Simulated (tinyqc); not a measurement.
Two-step dopant diffusion (predeposition and drive-in) with a constant diffusivity: one step, computed by the program tinyqc.

Fick diffusion into a half space x > 0 whose background doping C_B is of the opposite type, so that a junction lies where C = C_B.

Problem. Sheet resistance. Net dose Q_net = Q erf(x_j/(2 sqrt((Dt)2))) - C_B x_j; R_s = 1/(e mu Q_net), with every dopant ionised and one mobility.

Inputs (values chosen for the exercise, modelled on arsenic in silicon):
```
quantity                         value        unit
surface concentration C_s        1e+20      1/cm^3
background doping C_B          1.1e+14      1/cm^3
predeposition temperature T1       975           C
drive-in temperature T2           1150           C
mean mobility in the layer mu      150  cm^2/(V s)
stand-by temperature               700           C
```

dose Q = 1.418167e+14 1/cm^2

junction depth x_j = 2.577072 um

drive-in budget (Dt)2 = 1.697913e-09 cm^2

Constants: e = 1.602176634e-19 C.

Give: net dose; sheet resistance R_s (Gaussian).

Solution.

net dose = 1.418e+14 1/cm^2

sheet resistance R_s (Gaussian) = 293.5 ohm/square

Caution: C_s exceeds the intrinsic carrier density of silicon at the predeposition temperature (2e18 to 1e19 per cm^3), where real diffusivities rise with concentration and profiles turn box-like.
